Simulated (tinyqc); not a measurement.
Inside a calculation. Model: square-lattice Ising model by mean field, Bethe lattice, transfer matrix, exact enumeration and Monte Carlo steps. Computed by tinyqc, a small Python program that keeps every step. Command: `OMP_NUM_THREADS=1 python tinyqc.py 3024337 3024338 out.jsonl ising walk`. One thread of a shared host (Intel(R) Xeon(R) Processor @ 2.30GHz), about 0.01 s of CPU time with the checks. Intermediate numbers are printed to about 5 digits and carried at full precision; extremes and crossings named in words are read from the listed rows.

H = -J sum over nearest pairs s_i s_j, s = +-1, no field, periodic boundaries; energies per site are in J. As a lattice gas or an alloy, s marks which species holds the site.

Inputs (values chosen for the exercise, for a model lattice):

| quantity | value | unit |
|---|---|---|
| coupling J | 15.5 | meV |
| temperature T | 294 | K |
| strip width w | 3 | - |
| factor on the grid 1.5, 1.85, 2.1, 2.45, 2.65, 3.1, 3.6, 4.4 of k_B T/J | 0.978 | - |

Enumerated cell: 3 x 3. Monte Carlo rule: heat bath.

Constants: k_B = 8.617333262e-05 eV/K.

## Reduced coupling

K = J/(k_B T). Onsager: k_B T_c/J = 2/ln(1 + sqrt 2); mean field: 4; Bethe lattice with z = 4: 2/ln 2.

K = 0.61180

critical temperatures (K): exact 408.16, Bethe 519.00, mean field 719.48

T lies below all three.

## Three theories of the infinite lattice

K = J/(k_B T). Mean field: m = tanh(4 K m), u = -2 m^2. Bethe: cavity field h = 3 artanh(tanh K tanh h), m = tanh(4h/3), u = -2 (tanh K + tanh^2 h)/(1 + tanh K tanh^2 h). Exact: m = [1 - sinh(2K)^(-4)]^(1/8) below T_c; u = -coth(2K) [1 + (2/pi)(2 tanh^2(2K) - 1) K1(k)], k = 2 sinh(2K)/cosh^2(2K), K1 the complete elliptic integral of the first kind. The largest root is taken.

m, mean field = 0.98393

u, mean field = -1.9362

cavity field h = 1.6845

m, Bethe = 0.97785

u, Bethe = -1.9207

m, exact = 0.97667

u, exact = -1.9188

Against the exact energy mean field misses by -0.017 J and Bethe by -0.002 J.

## Transfer matrix

Strip of w sites, periodic across (for w = 2 the pair is joined by two bonds): T(s, s') = exp(K [sum_i s_i s'_i + (r(s) + r(s'))/2]), r(s) = sum_i s_i s_(i+1).

T:
```
        +++    ++-    +-+    +--    -++    -+-    --+     ---
+++  39.284  3.399  3.399  1.000  3.399  1.000  1.000   1.000
++-   3.399  3.399  0.294  1.000  0.294  1.000  0.087   1.000
+-+   3.399  0.294  3.399  1.000  0.294  0.087  1.000   1.000
+--   1.000  1.000  1.000  3.399  0.087  0.294  0.294   3.399
-++   3.399  0.294  0.294  0.087  3.399  1.000  1.000   1.000
-+-   1.000  1.000  0.087  0.294  1.000  3.399  0.294   3.399
--+   1.000  0.087  1.000  0.294  1.000  0.294  3.399   3.399
---   1.000  1.000  1.000  3.399  1.000  3.399  3.399  39.284
```

## Free energy and correlation length of the strip

With the eigenvalues l1 > l2: -f/(k_B T) = ln(l1)/w per site; xi = 1/ln(l1/l2) rows.

three largest eigenvalues: 41.905  38.753  4.454

-f/(k_B T) = 1.2451

correlation length xi = 12.789

xi/w = 4.263; for wide strips at T_c this ratio tends to 4/pi = 1.273, and T lies below T_c, where xi grows exponentially with w.

## Exact averages on the small cell

States of the 3 x 3 cell:

| E (J) | \|M\| | count |
|---|---|---|
| -18 | 9 | 2 |
| -10 | 7 | 18 |
| -6 | 3 | 12 |
| -6 | 5 | 36 |
| -2 | 1 | 90 |
| -2 | 3 | 72 |
| -2 | 5 | 36 |
| 2 | 1 | 72 |
| 2 | 3 | 72 |
| 6 | 1 | 90 |
| 6 | 3 | 12 |

Weights count x exp(-K E); N = 9; u = <E>/N, c = K^2 (<E^2> - <E>^2)/N in k_B, Binder U = 1 - <M^4>/(3 <M^2>^2).

ln Z / N = 1.3101

u, cell = -1.9161

heat capacity c, cell = 0.28666

<|m|>, cell = 0.97513

Binder cumulant U = 0.65926

The cell energy lies +0.003 J from the infinite lattice: deep in the ordered phase the correlation length is short and the cell is nearly exact.

## The methods across T_c

The grid values of k_B T/J times the given factor are rounded to 3 figures before use.

Order and energy:

| k_B T/J | T (K) | m mean field | m Bethe | m exact | <\|m\|> cell | u Bethe | u exact | u cell | U cell |
|---|---|---|---|---|---|---|---|---|---|
| 1.47 | 264.41 | 0.99094 | 0.98845 | 0.98815 | 0.98711 | -1.9573 | -1.9568 | -1.9549 | 0.66301 |
| 1.81 | 325.56 | 0.97327 | 0.95968 | 0.95528 | 0.95560 | -1.8615 | -1.8549 | -1.8556 | 0.65275 |
| 2.05 | 368.73 | 0.95255 | 0.91780 | 0.89277 | 0.91681 | -1.7369 | -1.7068 | -1.7410 | 0.63866 |
| 2.40 | 431.69 | 0.90733 | 0.79465 | 0.00000 | 0.84077 | -1.4346 | -1.2040 | -1.5274 | 0.60670 |
| 2.59 | 465.86 | 0.87401 | 0.66725 | 0.00000 | 0.79518 | -1.1915 | -1.0354 | -1.4036 | 0.58452 |
| 3.03 | 545.01 | 0.76659 | 0.00000 | 0.00000 | 0.69485 | -0.6371 | -0.8055 | -1.1384 | 0.52591 |
| 3.52 | 633.14 | 0.57059 | 0.00000 | 0.00000 | 0.60566 | -0.5534 | -0.6552 | -0.9087 | 0.45942 |
| 4.30 | 773.44 | 0.00000 | 0.00000 | 0.00000 | 0.51168 | -0.4569 | -0.5105 | -0.6699 | 0.37019 |

At k_B T/J = 1.47 all values of m agree within 0.004. At 2.4 the exact m is 0 while Bethe gives 0.79, mean field 0.91 and the cell 0.84: neglect of fluctuations raises T_c, and a finite cell rounds the transition. U falls from 0.663 (2/3 when ordered) to 0.370 (0 for a large disordered system).

## heat bath steps

start configuration, 5 x 5, rows and columns numbered from 1:
```
    1   2  3   4   5
1   1   1  1  -1   1
2   1   1  1   1   1
3   1  -1  1   1   1
4  -1   1  1  -1   1
5   1   1  1   1  -1
```

Random draws:

| step | row | column | u |
|---|---|---|---|
| 1 | 5 | 1 | 0.7555 |
| 2 | 1 | 1 | 0.9857 |
| 3 | 1 | 5 | 0.1477 |
| 4 | 5 | 3 | 0.2229 |
| 5 | 5 | 3 | 0.4529 |
| 6 | 5 | 5 | 0.3499 |
| 7 | 3 | 1 | 0.9863 |
| 8 | 4 | 2 | 0.2056 |
| 9 | 5 | 5 | 0.6057 |
| 10 | 2 | 1 | 0.6652 |
| 11 | 3 | 2 | 0.6434 |
| 12 | 3 | 2 | 0.5242 |
| 13 | 4 | 1 | 0.2947 |
| 14 | 5 | 2 | 0.3349 |

h is the sum of the four neighbours. Set s = +1 if u < p = 1/(1 + exp(-2 K h)), else -1.

Steps:

| step | s before | h | p | s after |
|---|---|---|---|---|
| 1 | 1 | 0 | 0.50000 | -1 |
| 2 | 1 | 2 | 0.92036 | -1 |
| 3 | 1 | -2 | 0.07964 | -1 |
| 4 | 1 | 4 | 0.99257 | 1 |
| 5 | 1 | 4 | 0.99257 | 1 |
| 6 | -1 | 0 | 0.50000 | 1 |
| 7 | 1 | 0 | 0.50000 | -1 |
| 8 | 1 | 0 | 0.50000 | 1 |
| 9 | 1 | 0 | 0.50000 | -1 |
| 10 | 1 | 0 | 0.50000 | -1 |
| 11 | -1 | 2 | 0.92036 | 1 |
| 12 | 1 | 2 | 0.92036 | 1 |
| 13 | -1 | 0 | 0.50000 | 1 |
| 14 | 1 | 2 | 0.92036 | 1 |

configuration after the steps:
```
    1  2  3   4   5
1  -1  1  1  -1  -1
2  -1  1  1   1   1
3  -1  1  1   1   1
4   1  1  1  -1   1
5  -1  1  1   1  -1
```

9 of the 14 steps changed a spin; the sum of spins went from 15 to 9.

Checks made by the program: ln Z of the cell against the trace of a power of the transfer matrix (relative difference below 1e-10).
